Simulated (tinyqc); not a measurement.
# Changing the pulse time t

Model: atomic layer deposition: Langmuir saturation, growth per cycle and coating of deep features. Computed by tinyqc, a small Python program. Command: `OMP_NUM_THREADS=1 python tinyqc.py 3014856 3014857 out.jsonl ald sweep`. One thread of a shared host (Intel(R) Xeon(R) Processor @ 2.30GHz), about 0.04 s of CPU time with the checks.

Precursor A sticks only on free sites, so a long enough pulse saturates; co-reactant B then frees the sites again.

Inputs (values chosen for the exercise, modelled on aluminium oxide from trimethylaluminium and water):
```
quantity                                   value      unit
precursor mass M                              72         u
site density q                               4.7    1/nm^2
growth per cycle at saturation G             1.1  angstrom
sticking probability beta on free sites  0.00049         -
precursor pressure p                         3.5        Pa
temperature T                                175         C
co-reactant completion per pulse c_B        0.99         -
desorption energy E_d                       1.59        eV
purge time t_p                               1.1         s
aspect ratio a                                26         -
```

Feature: long trench.

Constants: u = 1.6605390666e-27 kg; k_B = 1.380649e-23 J/K; k_B = 8.617333262e-05 eV/K.

Method:
- Wall flux F = p/sqrt(2 pi M k_B T); rate of filling k_a = beta F/q; desorption k_d = 1e13 exp(-E_d/(k_B T)) per second. 1/m^2 = 1e-18/nm^2.
- Temperatures in kelvin are T(C) + 273.15.
- One cycle from coverage th0: pulse A gives th1 = th_s + (th0 - th_s) exp(-(k_a + k_d) t), th_s = k_a/(k_a + k_d); the purge leaves th2 = th1 exp(-k_d t_p); pulse B converts c_B th2 into film and leaves th3 = (1 - c_B) th2. Growth = G c_B th2.
- The periodic state has th0 = th3: th0 = (1 - c_B) e_p th_s (1 - e_a)/(1 - (1 - c_B) e_p e_a), with e_a = exp(-(k_a + k_d) t), e_p = exp(-k_d t_p).
- Share of impinging molecules used = q (th1 - th0)/(F t).
- Diffusion-limited filling (Gordon) of a long trench of width w, hydraulic diameter 2w, so that a is replaced by a/2 in the hole formula: t = (q/F)(1 + 19a/8 + 3a^2/8). Reaction-limited filling needs ln(100)/k_a at any depth, k_a = beta F/q. Flow is molecular. The front picture holds when the modulus (a/2) sqrt(beta) is well above 1.
- Depth reached by the given pulse: solve the same formula for a. Exposure = p x diffusion-limited time; 1 langmuir = 1.33322e-4 Pa s.

One run for each value; columns: (1) pulse time t (s); (2) growth per cycle (angstrom); (3) share of impinging molecules used; (4) aspect ratio reached by the front in time t:
```
(1)      (2)        (3)   (4)
0.052  0.267  4.267e-04    36
0.13   0.549  3.513e-04    58
0.32   0.894  2.326e-04    93
0.79   1.073  1.131e-04   149
2      1.089  4.532e-05   238
4.9    1.089  1.850e-05   375
12     1.089  7.553e-06   588
30     1.089  3.021e-06   932
75     1.089  1.208e-06  1475
190    1.089  4.770e-07  2349
```

Over the rows, growth per cycle (angstrom) rises from 0.267 to 1.09, flat over part of the range; share of impinging molecules used falls from 4.27e-4 to 4.77e-7 (exponent d ln y / d ln x -0.21 between the first rows and -1.0 between the last); aspect ratio reached by the front in time t rises from 35.8 to 2350 (exponent d ln y / d ln x 0.53 between the first rows and 0.50 between the last). At the high end the exponent of growth per cycle is 0.00, close to 0: self-limiting growth. At the high end the exponent of share of impinging molecules used is -1.00, close to -1: after saturation more gas is wasted. The exponent of aspect ratio reached by the front in time t stays between 0.50 and 0.53, near 0.50: the front moves as sqrt(t). Growth saturates once k_a t passes a few units, since A sticks only on free sites; longer pulses then serve only depth.

Caution (rows 0.0520, 0.130, 0.320, 0.790): the pulse is shorter than ln(100)/k_a, so even the open surface is not saturated and the depth reached has no meaning. Caution (rows 0.0520, 0.130, 0.320, 0.790): the depth reached is formal here: it is under 4/sqrt(beta), so no sharp front has formed.

Extremes, crossings and ranges named in words are read from the listed rows.
